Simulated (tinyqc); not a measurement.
Electromigration in a confined line: Blech product, Korhonen stress evolution and Black's law. Which input was changed? Computed by tinyqc, a small Python program. Command: `OMP_NUM_THREADS=1 python tinyqc.py 3019636 3019637 out.jsonl emigr which`. One thread of a shared host (Intel(R) Xeon(R) Processor @ 2.30GHz), about 0.04 s of CPU time with the checks.

The electron wind pushes atoms from the cathode (x = 0) to the anode (x = L); blocking ends build a back stress (tension positive). The input rho is taken not to change with temperature. d sigma/dt = d/dx [kappa (d sigma/dx + G)], with zero flux at both ends and sigma = sigma_0 at t = 0.

Inputs (values chosen for the exercise, close to those used for ruthenium lines): resistivity rho = 14.2 micro-ohm cm; atomic volume Omega = 13.6 angstrom^3; effective charge number Z* = 1.7; prefactor D0 = 7.1e-07 m^2/s; activation energy E = 1.42 eV; effective modulus B = 49 GPa; critical stress sigma_c = 480 MPa; initial stress sigma_0 = 110 MPa; current density j = 2.9 MA/cm^2; line length L = 170 um; test temperature T = 280 C; use temperature T_u = 105 C; use current density j_u = 1.2 MA/cm^2; current exponent n = 1.2.

Start: thermal stress.

Constants: e = 1.602176634e-19 C; k_B = 8.617333262e-05 eV/K; k_B = 1.380649e-23 J/K.

Method:
- G = Z* e rho j/Omega; D = D0 exp(-E/(k_B T)); kappa = D B Omega/(k_B T); drift velocity of an unconfined line v = D Z* e rho j/(k_B T). SI: 1 micro-ohm cm = 1e-8 ohm m, 1 MA/cm^2 = 1e10 A/m^2.
- Temperatures in kelvin are T(C) + 273.15.
- At steady state sigma(x) = sigma_0 + G (L/2 - x). A void forms only if the cathode stress reaches sigma_c, that is if j L exceeds (j L)_c = 2 Omega (sigma_c - sigma_0)/(Z* e rho). Time scale tau = L^2/kappa.
- Median life t50 = A j^(-n) exp(E/(k_B T)); acceleration factor = t50(use)/t50(test) = (j/j_u)^n exp[(E/k_B)(1/T_u - 1/T)].

Problem. One of these inputs alone was changed, within the range given: effective charge number Z* (0.85 to 3.4); prefactor D0 (3.55e-07 to 1.42e-06); activation energy E (0.71 to 1.8); critical stress sigma_c (240 to 960). Which one, and to what value?

Results:
```
run     critical product (j L)_c (A/cm)  drift velocity (nm/h)  acceleration factor
before                         2602.094             0.04332984              2799993
after                          2271.558             0.04332984              2799993
```

Solution.

Each candidate set to reproduce critical product (j L)_c, and what it then gives:
```
candidate                            range searched  value needed  drift velocity (nm/h)  acceleration factor
effective charge number Z*              0.85 to 3.4         1.947               0.049635           2.8000e+06
prefactor D0 (m^2/s)           3.55e-07 to 1.42e-06     no effect                      -                    -
activation energy E (eV)                0.71 to 1.8     no effect                      -                    -
critical stress sigma_c (MPa)            240 to 960         433.0               0.043330           2.8000e+06
```

Only critical stress sigma_c fits every result: it went from 480 to 433 MPa. The next best candidate, effective charge number Z*, misses one result by 15 %.

Caution: an acceleration factor above a million assumes one mechanism over a range that no test covers.
